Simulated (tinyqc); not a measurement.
Solubility, supersaturation, precipitation and gettering of an impurity in a silicon-like host: one step, computed by the program tinyqc. Command: `OMP_NUM_THREADS=1 python tinyqc.py 3027779 3027780 out.jsonl ripen walk`. One thread of a shared host (Intel(R) Xeon(R) Processor @ 2.30GHz), about 0.01 s of CPU time with the checks.

The wafer was saturated at T1 and is then held at T.

Question. Ham's law for sinks of fixed radius. tau0 = 1/(4 pi n r0 D); C_fixed(t) = C_eq + (C0 - C_eq) exp(-t/tau0). If all excess precipitates, the final radius is r_f = [r0^3 + 3 (C0 - C_eq)/(4 pi n C_p)]^(1/3), with tau_f = 1/(4 pi n r_f D).

Inputs (values chosen for the exercise, modelled on nickel in silicon):
```
quantity                                   value    unit
temperature of saturation T1                1350       K
anneal temperature T                        1056       K
sink density n                           2.5e+08  1/cm^3
initial sink radius r0                        19      nm
impurity density in the precipitate C_p  6.1e+22  1/cm^3
anneal time t                                 16       s
```

D(T) = 1.035128e-05 cm^2/s

C_eq(T) = 8.466578e+15 1/cm^3

C0 = 5.069829e+17 1/cm^3

Give: tau0; C_fixed(t); final radius r_f; tau_f.

Answer.

tau0 = 16.185 s

C_fixed(t) = 1.9396e+17 1/cm^3

final radius r_f = 198.41 nm

tau_f = 1.5498 s

The sinks grow 10.4 times, so the fixed radius underrates the later rate. Caution: the barrier to homogeneous nucleation is below 35 k_B T for these inputs, so new precipitates would form and outnumber the fixed sinks assumed here.
